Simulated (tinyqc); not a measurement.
Bandgap voltage reference from two bipolar transistors: one step of the calculation.

Two transistors of area 1 and N carry the same current I. Is(T) = Is (T/T0)^eta exp[(Vg0 q/kB)(1/T0 - 1/T)], VBE1 = Vt ln(I/Is(T)) + I rb, VBE2 = Vt ln(I/(N Is(T))) + I rb/N. The amplifier forces I R1(T) = VBE1 - VBE2 + Vos, with R(T) = R (1 + tc (T - T0)) for both resistors, and the output is Vref = VBE1 + I R2(T). Base currents and the Early effect are neglected.

Task. Operating point at the reference temperature. Vt = kB T/q; I = (Vt ln N + Vos)/(R1(T) - rb (1 - 1/N)). Evaluate at T = T0.

Inputs (values chosen for the exercise); values of the order met in silicon bipolar transistors:
```
symbol  value   unit                                                   meaning
T0        300      K                                     reference temperature
Vg0     1.209      V                      band-gap voltage extrapolated to 0 K
eta       3.1                   temperature exponent of the saturation current
Is      3e-16      A           saturation current of the unit transistor at T0
N           8                              area ratio of the second transistor
R1        2.8   kohm  resistor across which the difference of VBE falls, at T0
tc          0  ppm/K                 temperature coefficient of both resistors
Vos         0     mV                                   offset of the amplifier
rb          0    ohm                  series resistance of the unit transistor
R2      30.68   kohm                                     output resistor at T0
```

Constants: q = 1.602176634e-19 C, kB = 1.380649e-23 J/K. Results are converted to the units shown.

Wanted: Vt; I; Is(T); VBE1; I R2; Vref.

Result.

Vt = 0.025852 V
I = 19.199 uA
Is(T) = 3.0000e-16 A
VBE1 = 0.64325 V
I R2 = 0.58903 V
Vref = 1.2323 V

Computed by the program tinyqc: `OMP_NUM_THREADS=1 python tinyqc.py 2062137 2062138 out.jsonl`, one thread of a shared Intel Xeon 2.30GHz, about 0.03 s for the whole run.
